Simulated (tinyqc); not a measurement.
From results back to parameters: band gaps under pressure and temperature from deformation potentials. Five cases, with inputs chosen for the exercise.

Problem. A gap falls from its value at 0 K by aV T^2/(T + bV). The falls at two temperatures are given.

Find: T^2/fall; aV; bV.

Method. T^2/fall = (T + bV)/aV is a straight line in T with slope 1/aV and intercept bV/aV.

Case 1.

Values chosen (out of a larger set: near those of InAs, the X and L potentials typical of such crystals; not measured data): T12 = (150, 300) K (two temperatures).

falls at the two temperatures (meV): 25.635246  63.502538

Solution.

T^2/fall (K^2/meV): 877.7  1417.3

aV = 0.278 meV/K
bV = 94 K

Case 2.

Values chosen (out of a larger set: near those of GaAs, the X and L potentials typical of such crystals; not measured data): T12 = (77, 300) K (two temperatures).

falls at the two temperatures (meV): 11.635105  96.073620

Solution.

T^2/fall (K^2/meV): 509.6  936.8

aV = 0.522 meV/K
bV = 189 K

Case 3.

Values chosen (out of a larger set: near those of Ge, the X and L potentials typical of such crystals; not measured data): T12 = (77, 300) K (two temperatures).

falls at the two temperatures (meV): 8.521990  82.377850

Solution.

T^2/fall (K^2/meV): 695.7  1092.5

aV = 0.562 meV/K
bV = 314 K

Case 4.

Values chosen (out of a larger set: near those of InP, the X and L potentials typical of such crystals; not measured data): T12 = (100, 400) K (two temperatures).

falls at the two temperatures (meV): 14.104478  106.478873

Solution.

T^2/fall (K^2/meV): 709.0  1502.6

aV = 0.378 meV/K
bV = 168 K

Case 5.

Values chosen (out of a larger set: near those of AlAs, the X and L potentials typical of such crystals; not measured data): T12 = (200, 400) K (two temperatures).

falls at the two temperatures (meV): 48.971429  152.355556

Solution.

T^2/fall (K^2/meV): 816.8  1050.2

aV = 0.857 meV/K
bV = 500 K

Computed by tinyqc, one run a case: `OMP_NUM_THREADS=1 python tinyqc.py N N+1 out.jsonl` with N = 1081458, 1081515, 1081553, 1081563, 1081572; one thread of a shared Intel(R) Xeon(R) Processor @ 2.30GHz, about 0.01 s a run at most.
